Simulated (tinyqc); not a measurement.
# Changing the sticking coefficient s

Model: ion-assisted plasma etching: sheath, surface coverage, synergy and aspect-ratio dependence. Computed by tinyqc, a small Python program. Command: `OMP_NUM_THREADS=1 python tinyqc.py 3029618 3029619 out.jsonl etch sweep`. One thread of a shared host (Intel(R) Xeon(R) Processor @ 2.30GHz), about 0.01 s of CPU time with the checks.

Radicals adsorb on bare sites; ions remove covered sites with a high yield and bare sites by sputtering; a slow spontaneous reaction acts everywhere, walls included.

Inputs (values chosen for the exercise, close to those used for silicon dioxide in a fluorocarbon plasma):

| quantity | value | unit |
|---|---|---|
| plasma density n_e | 1.3e+11 | 1/cm^3 |
| electron temperature T_e | 4.9 | eV |
| ion mass M_i | 50 | u |
| sheath voltage V | 290 | V |
| radical density n | 2.4e+12 | 1/cm^3 |
| radical mass M_n | 31 | u |
| gas temperature T_g | 350 | K |
| radicals per removed unit x | 3 | - |
| yield slope b | 0.17 | eV^(-1/2) |
| threshold E_th | 23 | eV |
| sputter slope b_p | 0.012 | eV^(-1/2) |
| sputter threshold E_p | 26 | eV |
| spontaneous reaction probability k_c | 1.9e-06 | - |
| solid density N | 2.2e+22 | 1/cm^3 |
| ion temperature T_i | 0.68 | eV |
| aspect ratio A | 1.6 | - |

Feature: long trench.

Constants: e = 1.602176634e-19 C; u = 1.6605390666e-27 kg; k_B = 1.380649e-23 J/K; eps_0 = 8.8541878128e-12 F/m.

Method:
- Bohm speed u_B = sqrt(e T_e/M_i); ion flux G_i = 0.61 n_e u_B; radical flux G_n = n c/4 with c = sqrt(8 k_B T_g/(pi M_n)).
- Debye length lambda_D = sqrt(eps_0 T_e/(e n_s)) with n_s = 0.61 n_e, T_e in volts; Child-law sheath d = (sqrt2/3) lambda_D (2 V/T_e)^(3/4); ion energy E = V + T_e/2; angular spread = arctan(sqrt(T_i/E)).
- Yields: Y = b (sqrt(E) - sqrt(E_th)) on covered sites, Y_p = b_p (sqrt(E) - sqrt(E_p)) on bare ones (zero below threshold).
- Steady coverage: s G_n (1 - theta) = x Y G_i theta; removal flux = Y G_i theta + Y_p G_i (1 - theta) + k_c G_n; rate = flux/N, 1 cm/s = 6e8 nm/min.
- Lateral rate = k_c G_n/N; anisotropy = 1 - lateral/vertical; synergy = vertical/(ions alone + radicals alone), with ions alone Y_p G_i/N and radicals alone the lateral rate.
- Transmission of a long trench, rough form: K = (1 + ln(1 + A))/(1 + A + ln(1 + A)), walls that scatter diffusely without loss. With a loss probability S = s (1 - theta) at the floor, G_b/G_n = K/(K + S - K S); theta follows G_b, and the two are solved together. Ions are taken to reach the floor unshadowed; G_b replaces G_n in every term of the rate; A is depth over width.

One run for each value:

| sticking coefficient s | vertical rate (nm/min) | coverage theta | floor rate over open-field rate | G_b/G_n |
|---|---|---|---|---|
| 0.010 | 98.26 | 0.00191 | 0.99980 | 0.99190 |
| 0.019 | 100.48 | 0.00363 | 0.99929 | 0.98475 |
| 0.037 | 104.91 | 0.00704 | 0.99748 | 0.97081 |
| 0.072 | 113.42 | 0.01361 | 0.99156 | 0.94504 |
| 0.140 | 129.64 | 0.02614 | 0.97435 | 0.89940 |
| 0.270 | 159.53 | 0.04921 | 0.93300 | 0.82517 |
| 0.520 | 213.21 | 0.09065 | 0.85388 | 0.71575 |
| 1.000 | 304.16 | 0.16086 | 0.73824 | 0.57575 |

Over the rows, vertical rate (nm/min) rises from 98.3 to 304 (exponent d ln y / d ln x 0.035 between the first rows and 0.54 between the last); coverage theta rises from 0.00191 to 0.161 (exponent d ln y / d ln x 1.00 between the first rows and 0.88 between the last); floor rate over open-field rate falls from 1.000 to 0.738 (exponent d ln y / d ln x -7.9e-4 between the first rows and -0.22 between the last).

Caution (all rows): the trench transmission is an interpolation between the limits 1 and ln(A)/A, good to tens of per cent.
